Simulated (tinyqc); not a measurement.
# From least active share back to hydrogen pressure p

Model: hydrogen passivation of interface dangling bonds: competing passivation and dissociation with distributed barriers. Computed by tinyqc, a small Python program. Command: `OMP_NUM_THREADS=1 python tinyqc.py 3016376 3016377 out.jsonl passiv inv`. One thread of a shared host (Intel(R) Xeon(R) Processor @ 2.30GHz), about 0.04 s of CPU time with the checks.

P_b + H2 gives P_bH + H at the rate k_f [H2]; P_bH gives P_b + H at the rate k_d. All defects start unpassivated. E_f and E_d are Gaussian and independent.

Inputs (values chosen for the exercise, close to those used for P_b centres at the silicon-oxide interface):
```
quantity                                      value          unit
passivation prefactor k_f0                  5.1e-07        cm^3/s
mean passivation barrier E_f                   1.57            eV
spread sigma_f                                 0.12            eV
dissociation prefactor k_d0                 8.4e+12           1/s
mean dissociation barrier E_d                  2.85            eV
spread sigma_d                                0.062            eV
H2 in the oxide per atm, solubility factor  5.8e+17  1/(cm^3 atm)
anneal time t                                   130             s
```

Constants: k_B = 8.617333262e-05 eV/K.

Method:
- [H2] = solubility factor x p; a = k_f0 [H2] exp(-E_f/(k_B T)), d = k_d0 exp(-E_d/(k_B T)). For one pair of barriers the active share is y = [d + a exp(-(a + d) t)]/(a + d).
- Temperatures in kelvin are T(C) + 273.15.
- Average y over both Gaussians with 40 x 40 Gauss-Hermite points.
- Minimise the averaged y over T between 150 and 900 C: find where ln y is equal at T - 0.05 and T + 0.05 C; T is rounded to 0.1 C.

Question. A run gave the result below. Find the hydrogen pressure p, known to lie between 0.021 and 0.045 atm.

least active share = 0.0002122028

Answer.

Each step takes the trial c = (a f_b - b f_a)/(f_b - f_a), f being the result less the target and a, b, c the logarithms of the listed values; c replaces end b, the old b replaces a if the sign of f changed, and otherwise f_a is halved.

Scan of the range:
```
hydrogen pressure p (atm)  least active share
0.0210                            3.33717e-04
0.0238                            2.86135e-04
0.0271                            2.43840e-04
0.0307                            2.09048e-04
0.0349                            1.78402e-04
0.0396                            1.52571e-04
0.0450                            1.30213e-04
```

False position (Illinois rule, in the logarithm of the input) inside the bracket:
```
step      end a      end b      trial  least active share
1     0.0271000  0.0307000  0.0303548         2.11989e-04
2     0.0271000  0.0303548  0.0303089         2.12385e-04
3     0.0303548  0.0303089  0.0303300         2.12203e-04
4     0.0303089  0.0303300  0.0303300         2.12203e-04
```

Least active share falls at every point of a 13-point scan of the range (every second point is shown), so one value fits; it is bracketed by 0.0271 and 0.0307. Answer: hydrogen pressure p = 0.03033 atm.

Caution: a least active share below 1e-3 is a property of the model; measured passivation levels off well above it. Caution: atomic hydrogen, which both passivates and depassivates, and further passivation during cooling are left out.
